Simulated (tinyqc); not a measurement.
Voltage drop against the pad pitch.

A grid of 13 by 13 nodes with segments Rx (rows) and Ry (columns); every node draws I1 and the central node kh I1; pads with resistance Rp sit at the nodes whose row and column are multiples of the pitch, counting from 0. The drops u = Vdd - V follow from G u = i, with G the conductance matrix and i the load currents, solved directly.

Inputs (values chosen for the exercise):
```
symbol  value  unit                                   meaning
Vdd      0.75     V                            supply voltage
Rx       0.12   ohm        resistance of a horizontal segment
Ry       0.94   ohm          resistance of a vertical segment
Rp       0.17   ohm  resistance from a pad node to the supply
kh          8              factor on the load at the hot node
I1       0.24    mA  load current of a node in the large grid
```

Results:

| pitch (nodes) | pads | worst drop (mV) | mean drop (mV) | largest drop at a pad (mV) | largest pad current (mA) | worst drop over Vdd (%) |
|---|---|---|---|---|---|---|
| 1 | 169 | 0.13460 | 0.042490 | 0.13460 | 0.79177 | 0.017947 |
| 2 | 49 | 0.31461 | 0.21383 | 0.27805 | 1.6356 | 0.041947 |
| 4 | 16 | 1.3952 | 0.86456 | 0.59054 | 3.4737 | 0.18603 |
| 6 | 9 | 2.2144 | 1.7821 | 1.2729 | 7.4878 | 0.29526 |
| 12 | 4 | 8.0032 | 6.0810 | 1.7952 | 10.560 | 1.0671 |

Estimate the missing row, pitch = 3 nodes.

Computed row:

| pitch (nodes) | pads | worst drop (mV) | mean drop (mV) | largest drop at a pad (mV) | largest pad current (mA) | worst drop over Vdd (%) |
|---|---|---|---|---|---|---|
| 3 | 25 | 0.64789 | 0.48454 | 0.47490 | 2.7935 | 0.086385 |

With this row back in the table: The worst drop goes from 0.135 to 8.00 mV while the number of pads falls from 169 to 4; between the last two rows it goes as pitch^(1.85). The largest drop at a pad is 100 % of the worst drop in the first row and 22.4 % in the last; the rest falls along the wires.

Computed by the program tinyqc: `OMP_NUM_THREADS=1 python tinyqc.py 2770119 2770120 out.jsonl`, one thread of a shared Intel Xeon 2.30GHz, about 0.09 s for the whole run.
